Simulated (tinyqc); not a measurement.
Shockley state of an s-p chain by decimation: one step. Bulk bands. Four cases, with inputs chosen for the exercise.

Question. Levels and s weight of the lower band at k = j pi/6.

Each site has s at -d/2 and p at +d/2: H0 = diag(-d/2, d/2). The block to the next site on the right is H1 = [[-ts, u], [-u, tp]] (rows s, p of site n; columns s, p of site n + 1). Bulk: H(k) = [[-d/2 - 2 ts cos k, 2i u sin k], [-2i u sin k, d/2 + 2 tp cos k]]. The bands are inverted at k = pi if d < 2 (ts + tp).

Give: Bands.

Case 1.

Values chosen: d = 2.68 eV (Ep - Es); ts = 0.87 eV (s-s hopping); tp = 1.53 eV (p-p hopping); u = 1.15 eV (s-p hopping).

Answer.

Bands:
```
k/pi   lower (eV)  upper (eV)  s weight, lower
0.000     -3.0800      4.4000            1.000
0.167     -3.0351      4.1783            0.974
0.333     -2.8979      3.5579            0.893
0.500     -2.6619      2.6619            0.752
0.667     -2.3268      1.6668            0.535
0.833     -1.9383      0.7951            0.230
1.000     -1.7200      0.4000            0.000
```

The lower band is s-like at k = 0 and p-like at pi: the bands are inverted, and the gap is a hybridisation gap that can hold a Shockley state.

Case 2.

Values chosen: d = 5.43 eV (Ep - Es); ts = 0.74 eV (s-s hopping); tp = 1.5 eV (p-p hopping); u = 0.57 eV (s-p hopping).

Answer.

Bands:
```
k/pi   lower (eV)  upper (eV)  s weight, lower
0.000     -4.1950      5.7150            1.000
0.167     -4.0315      5.3478            0.996
0.333     -3.5800      4.3400            0.984
0.500     -2.9446      2.9446            0.961
0.667     -2.2558      1.4958            0.925
0.833     -1.6203      0.3039            0.903
1.000     -1.2350     -0.2850            1.000
```

The lower band is s-like at k = 0 and s-like at pi: no inversion, an ordinary gap.

Case 3.

Values chosen: d = 4.23 eV (Ep - Es); ts = 1.29 eV (s-s hopping); tp = 1.58 eV (p-p hopping); u = 0.59 eV (s-p hopping).

Answer.

Bands:
```
k/pi   lower (eV)  upper (eV)  s weight, lower
0.000     -4.6950      5.2750            1.000
0.167     -4.3870      4.8893            0.996
0.333     -3.5492      3.8392            0.980
0.500     -2.4219      2.4219            0.937
0.667     -1.3725      1.0825            0.777
0.833     -0.9478      0.4455            0.234
1.000     -1.0450      0.4650            0.000
```

The lower band is s-like at k = 0 and p-like at pi: the bands are inverted, and the gap is a hybridisation gap that can hold a Shockley state.

Case 4.

Values chosen: d = 5.1 eV (Ep - Es); ts = 0.76 eV (s-s hopping); tp = 1.26 eV (p-p hopping); u = 1.27 eV (s-p hopping).

Answer.

Bands:
```
k/pi   lower (eV)  upper (eV)  s weight, lower
0.000     -4.0700      5.0700            1.000
0.167     -4.0500      4.9160            0.980
0.333     -3.9348      4.4348            0.925
0.500     -3.5992      3.5992            0.854
0.667     -2.9352      2.4352            0.787
0.833     -1.9343      1.0683            0.767
1.000     -1.0300      0.0300            1.000
```

The lower band is s-like at k = 0 and s-like at pi: no inversion, an ordinary gap.

Computed by tinyqc, one run a case: `OMP_NUM_THREADS=1 python tinyqc.py N N+1 out.jsonl` with N = 1451928, 1452296, 1452698, 1452863; one thread of a shared Intel(R) Xeon(R) Processor @ 2.30GHz, about 0.4 s a run at most.
